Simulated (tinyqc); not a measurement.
Density of states of one tight-binding band on the triangular lattice: one step. Energies on the mesh.

E(k) = -2 t (cos 2 pi k1 + cos 2 pi k2 + cos 2 pi (k1 + k2)); k in fractions of the reciprocal vectors, mesh k_i = j/N with j = 0 .. N-1. Densities are per cell and per spin, so the band holds one state.

Values chosen for the exercise: t = 0.42 eV (nearest hopping); N = 6 (mesh points along each axis).

Task: Evaluate the band at all 36 points and collect equal values.

Give: Distinct energies.

Result:

Distinct energies:
```
E_k (eV),points
-2.5200,1
-1.6800,6
-0.4200,6
0.0000,6
0.8400,15
1.2600,2
```

The 36 points give 6 distinct energies between -2.5200 and 1.2600 eV; a dense mesh gives a band from -2.520 to 1.260 eV.

tinyqc: `OMP_NUM_THREADS=1 python tinyqc.py 1650473 1650474 out.jsonl`; about 0.09 s, one thread, shared Intel(R) Xeon(R) Processor @ 2.30GHz.
